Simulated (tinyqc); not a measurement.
Resonant-tunnelling diode, transfer matrices and Tsu-Esaki current: two steps of the calculation.

Emitter (band edge 0), barrier d1, well Lw, barrier d2, spacer ds, collector (edge -V). The bias drops linearly over these layers and none in the contacts; each layer is cut into ns equal slices, flat at the value of their centres. E is the energy of motion across the layers, C = hbar^2/(2 m0), psi and psi'/m are continuous. Transport is coherent, T(E) is taken as independent of the transverse momentum, and charge in the well is ignored.

Values chosen for this exercise; masses and offsets of a made-up heterostructure: mass in the well, spacer and contacts mw = 0.22 m0; barrier height U1 = 1.2 eV; barrier mass m1 = 0.36 m0; emitter barrier d1 = 0.8 nm; well width Lw = 1.3 nm; collector barrier d2 = 1.1 nm; slices in each layer ns = 4; undoped spacer after the collector barrier ds = 1.8 nm; bias of the collector V = 0.65 V.

Constants: q = 1.602176634e-19 C, hbar = 1.054571817e-34 J s. Results are converted to the units shown.

Task 1. Slices under bias. U = edge of the layer - V x/Lt at the centre x of each slice, Lt the summed thickness.

Find: U; m; width.

Result 1.

```
slice  U (eV)  m (m0)  width (nm)
0       1.187    0.36      0.2000
1       1.161    0.36      0.2000
2       1.135    0.36      0.2000
3       1.109    0.36      0.2000
4      -0.125    0.22      0.3250
5      -0.167    0.22      0.3250
6      -0.210    0.22      0.3250
7      -0.252    0.22      0.3250
8       0.909    0.36      0.2750
9       0.873    0.36      0.2750
10      0.838    0.36      0.2750
11      0.802    0.36      0.2750
12     -0.445    0.22      0.4500
13     -0.504    0.22      0.4500
14     -0.562    0.22      0.4500
15     -0.621    0.22      0.4500
```

Task 2. Breit-Wigner parameters from a parabola through 1/T(E). Near a resonance 1/T(E) = (1/Tp) [1 + (2 (E - Er)/G)^2]. With y = 1/T(E) at E0 - h, E0, E0 + h: a = (y1 + y3 - 2 y2)/(2 h^2), b = (y3 - y1)/(2 h), Er = E0 - b/(2 a), 1/Tp = y2 - b^2/(4 a), G = 2 sqrt(1/(Tp a)), tau = hbar/G.

three energies (eV): 0.138808  0.139618  0.140428
T(E) at these energies: 0.69625599  0.94832034  0.88890012

Give: Er; Tp; G; tau.

Result 2.

Er = 0.1399 eV
Tp = 0.9730
G = 3.454 meV
tau = 190.6 fs

The true maximum of T(E) lies at 0.13989 eV with height 0.9724 and full width 3.471 meV; the fitted G is 0.51 % below that width.

Computed by the program tinyqc: `OMP_NUM_THREADS=1 python tinyqc.py 2600151 2600152 out.jsonl`, one thread of a shared Intel Xeon 2.30GHz, about 0.3 s for the whole run.
